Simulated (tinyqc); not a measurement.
Potential step from the flux.

Inverse problem. On one interval J = (q mu Vt/hx) [nb B(d) - na B(-d)], B(d) = d/(exp(d) - 1), d = (psi_b - psi_a)/Vt. Find psi_b - psi_a, and the step at which J would vanish.

Values chosen for this exercise:
- T = 300 K (temperature)
- mu = 3200 cm^2/(V s) (electron mobility)
- na = 1.3e13 cm^-3 (density at the left node)
- nb = 2.7e15 cm^-3 (density at the right node)
- hx = 20 nm (node spacing)

Constants: q = 1.602176634e-19 C, kB = 1.380649e-23 J/K, Vt = kB T/q. Results are converted to the units shown.

J = 17.134023 A/cm^2

Solution. B(d) falls and B(-d) rises with d, so J falls steadily with the step and one value matches. J = 0 needs nb/na = exp(d), the Boltzmann ratio.

psi_b - psi_a = 0.1370 V
step for J = 0 = 0.1379 V

Computed by the program tinyqc: `OMP_NUM_THREADS=1 python tinyqc.py 2220055 2220056 out.jsonl`, one thread of a shared Intel Xeon 2.30GHz, about 0.01 s for the whole run.
